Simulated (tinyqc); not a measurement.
From results back to parameters: mean-field antiferromagnet of the Hubbard model on the simple cubic lattice. Four cases, with inputs chosen for the exercise.

Problem. In the insulating state f(E-) = 1 and f(E+) = 0, so the gap equation is 1 = (U/2) mean 1/sqrt(e-^2 + Delta^2). Delta is given and U is hidden.

e(k) = -2 t (cx + cy + cz) - 4 t2 (cx cy + cy cz + cz cx), ci = cos ki; one electron a site; Q = (pi, pi, pi). <n_up - n_dn> = m cos(Q.R) gives Delta = U m/2 and bands E = e+ -/+ sqrt(e-^2 + Delta^2), e+- = (e(k) +- e(k + Q))/2 (the constant U/2 is dropped). Means run over the mesh k_i = 2 pi (j + 1/2)/N of the whole zone: mu from mean(f(E-) + f(E+)) = 1; m(out) = mean of Delta (f(E-) - f(E+))/sqrt(e-^2 + Delta^2); free energy per site F = -kT mean[ln(1 + exp(-(E- - mu)/kT)) + ln(1 + exp(-(E+ - mu)/kT))] + mu + U m^2/4.

Find: mean 1/sqrt(e-^2 + Delta^2); U; m.

Method. Form the weighted mean over the classes; U = 2/mean and m = 2 Delta/U.

Case 1.

Classes of points:
```
|e-| (eV)  e+ (eV)  points
1.4991      0.0000      48
4.4972      0.0000      16
```

Delta = 3.69691 eV

Solution.

mean 1/sqrt(e-^2 + Delta^2) = 0.231 1/eV
U = 8.66 eV
m = 0.854

Case 2.

Classes of points:
```
|e-| (eV)  e+ (eV)  points
0.8910      0.0000      48
2.6729      0.0000      16
```

Delta = 3.45577 eV

Solution.

mean 1/sqrt(e-^2 + Delta^2) = 0.267 1/eV
U = 7.48 eV
m = 0.924

Case 3.

Classes of points:
```
|e-| (eV)  e+ (eV)  points
1.4001      0.0000      48
4.2002      0.0000      16
```

Delta = 2.38331 eV

Solution.

mean 1/sqrt(e-^2 + Delta^2) = 0.323 1/eV
U = 6.19 eV
m = 0.770

Case 4.

Classes of points:
```
|e-| (eV)  e+ (eV)  points
0.5657      0.0000      48
1.6971      0.0000      16
```

Delta = 2.13615 eV

Solution.

mean 1/sqrt(e-^2 + Delta^2) = 0.431 1/eV
U = 4.64 eV
m = 0.921

Computed by tinyqc, one run a case: `OMP_NUM_THREADS=1 python tinyqc.py N N+1 out.jsonl` with N = 1650359, 1650383, 1651053, 1651278; one thread of a shared Intel(R) Xeon(R) Processor @ 2.30GHz, about 0.09 s a run at most.
